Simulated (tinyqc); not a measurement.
Conductance against temperature: phonon transmission through an interface between two chains by Green functions. Computed by tinyqc, a small Python program. Command: `OMP_NUM_THREADS=1 python tinyqc.py 3008809 3008810 out.jsonl agf walk`. One thread of a shared host (Intel(R) Xeon(R) Processor @ 2.30GHz), about 0.01 s of CPU time with the checks.

Two semi-infinite chains (masses m_1, m_2; springs k_1, k_2), motion along the chain. The central region holds the end atom of each chain, joined by springs k_b. lambda = omega^2 in eV/(angstrom^2 u); nu = 15.6333042 THz x sqrt(lambda).

Inputs (values chosen for the exercise, for two model chains):

| quantity | value | unit |
|---|---|---|
| mass m_1 | 65.8 | u |
| spring k_1 | 7.84 | eV/angstrom^2 |
| mass m_2 | 34.2 | u |
| spring k_2 | 9.49 | eV/angstrom^2 |
| junction spring k_b | 1.19 | eV/angstrom^2 |
| probe frequency / lower band top | 0.52 | - |

Atoms in the interlayer: none.

Constants: nu for 1 eV/(angstrom^2 u) = 15.6333042 THz; h x 1 THz = 4.135667696 meV; k_B = 8.617333262e-05 eV/K; k_B = 1.380649e-23 J/K; h = 6.62607015e-34 J s.

Method:
- nu_max = 15.6333042 THz x 2 sqrt(k/m); impedance Z = sqrt(k m); long-wave transmission 4 Z_1 Z_2/(Z_1 + Z_2)^2; the probe frequency is the given share of the lower band top.
- In chain i, sin(q_i a/2) = nu/nu_max,i. An outgoing wave makes the next atom move as exp(i q_i a) times the end atom, so the lead adds the self-energy Sigma_i = -k_i exp(i q_i a) to the force-constant matrix; Gamma_i = -2 Im Sigma_i = 2 k_i sin(q_i a).
- A = lambda M - K - Sigma over the central atoms, with K_ii the sum of the springs at i, K_(i,i+1) = -k_b; G = inverse of A; transmission = Gamma_1 Gamma_2 |G_(first,last)|^2.
- Landauer conductance G = k_B int tau(nu) x^2 e^x/(e^x - 1)^2 d nu, x = h nu/(k_B T), from 0 to the lower band top (240 Gauss-Legendre points in s from 0 to 1, nu = nu_top sin(pi s/2)); tau is the transmission, and its thermal mean is G over the value for tau = 1 in the same window; the quantum is g_0 = pi^2 k_B^2 T/(3 h).

band top of chain 1 = 10.7926 THz

band top of chain 2 = 16.4703 THz

Conductance:

| T (K) | G (pW/K) | mean transmission | G/g_0 | G for transmission 1 (pW/K) |
|---|---|---|---|---|
| 1 | 0.93315 | 0.98597 | 0.98597 | 0.94643 |
| 5 | 4.5875 | 0.96943 | 0.96943 | 4.7322 |
| 20 | 15.462 | 0.81684 | 0.81684 | 18.929 |
| 50 | 26.332 | 0.55715 | 0.55645 | 47.262 |
| 100 | 32.765 | 0.37121 | 0.34620 | 88.266 |
| 200 | 35.982 | 0.28572 | 0.19009 | 125.93 |
| 400 | 37.061 | 0.26026 | 0.097897 | 142.40 |
| 800 | 37.357 | 0.25362 | 0.049339 | 147.29 |

What follows from these numbers?

At 1 K G/g_0 = 0.986; as T goes to 0 it tends to the long-wave transmission, where only the impedances count. Towards high T all modes count more and more alike; at 800 K G is 37.4 pW/K and the mean transmission is 0.254, which is well below the low-T value.
